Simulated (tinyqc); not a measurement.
# Two-diode model of a solar cell, step by step

Program tinyqc, `OMP_NUM_THREADS=1 python tinyqc.py 2280018 2280019 out.jsonl`; Intel Xeon 2.30GHz, shared host, one thread, about 0.01 s. Printed values are rounded.

J is the current delivered and Vj = V + J Rs the junction voltage. J = X JL - J01 (exp(Vj/(n1 Vt)) - 1) - J02 (exp(Vj/(2 Vt)) - 1) - Vj/Rp. The photocurrent does not depend on voltage.

Values chosen for this exercise; values of the order met in cells of cadmium telluride:
- T = 298.15 K (temperature)
- JL = 23.7 mA/cm^2 (photocurrent at one sun)
- X = 0.1 suns (concentration)
- J01 = 3.4e-17 A/cm^2 (saturation current of the first diode)
- n1 = 1 (ideality factor of the first diode)
- Rs = 0 ohm cm^2 (series resistance)
- Rp = 600 ohm cm^2 (shunt resistance)
- Pin = 100 mW/cm^2 (incident power at one sun)
- J02 = 7.6e-10 A/cm^2 (saturation current of the second diode (ideality 2))

Constants: q = 1.602176634e-19 C, kB = 1.380649e-23 J/K, Vt = kB T/q. Results are converted to the units shown.

## Starting value

Vj = 0.66 V.

Vj at the start = 0.66 V

## Iteration 1: new Vj

Maximum power: dP/dVj = f = J (1 + 2 Rs G) - G Vj = 0. G = -dJ/dVj = J01 exp(Vj/(n1 Vt))/(n1 Vt) + J02 exp(Vj/(2 Vt))/(2 Vt) + 1/Rp. H = dG/dVj; f' = -2 G - 2 Rs G^2 + (2 Rs J - Vj) H; Vj(new) = Vj - f/f'.

J = 0.9774091 mA/cm^2
G = 0.007455587 S/cm^2
H = 0.1163484 S/(cm^2 V)
f = -3.943279 mA/cm^2
f' = -0.09170114 S/cm^2
Vj after iteration 1 = 0.6169986 V

## Iteration 2: new Vj

As before.

J = 1.216152 mA/cm^2
G = 0.004127136 S/cm^2
H = 0.04857513 S/(cm^2 V)
f = -1.330285 mA/cm^2
f' = -0.03822506 S/cm^2
Vj after iteration 2 = 0.5821972 V

## Iteration 3: new Vj

As before.

J = 1.336137 mA/cm^2
G = 0.002907705 S/cm^2
H = 0.02433034 S/(cm^2 V)
f = -0.3567208 mA/cm^2
f' = -0.01998047 S/cm^2
Vj after iteration 3 = 0.5643437 V

## Course of the iteration

Stop when the step is below 1e-10 V, or after 60 iterations.

Course of the iteration:
```
iteration  Vj before the step (V)   step (V)
1                            0.66    -0.0430
2                       0.6169986    -0.0348
3                       0.5821972    -0.0179
4                       0.5643437   -3.37e-3
5                       0.5609713   -9.60e-5
6                       0.5608753   -7.42e-8
7                       0.5608752  -4.43e-14
```

Converged in 7 iterations.

## Figures of merit

Jsc at V = 0, Voc at J = 0, the maximum power point where J (1 + 2 Rs G) = G Vj with G = -dJ/dVj; FF = Vmp Jmp/(Voc Jsc); efficiency Vmp Jmp/(X Pin). Empirical fill factor without parasitics FF0 = (v - ln(v + 0.72))/(v + 1), v = Voc/(n1 Vt).

Jsc = 2.37 mA/cm^2
Voc = 0.7282857 V
Vmp = 0.5608752 V
Jmp = 1.393304 mA/cm^2
FF = 0.4527539
efficiency = 7.814700 %
FF0 = 0.8511023

FF is 47 % below FF0. Removing one loss at a time changes the efficiency by: shunt +6.10, second diode +0.54 points.
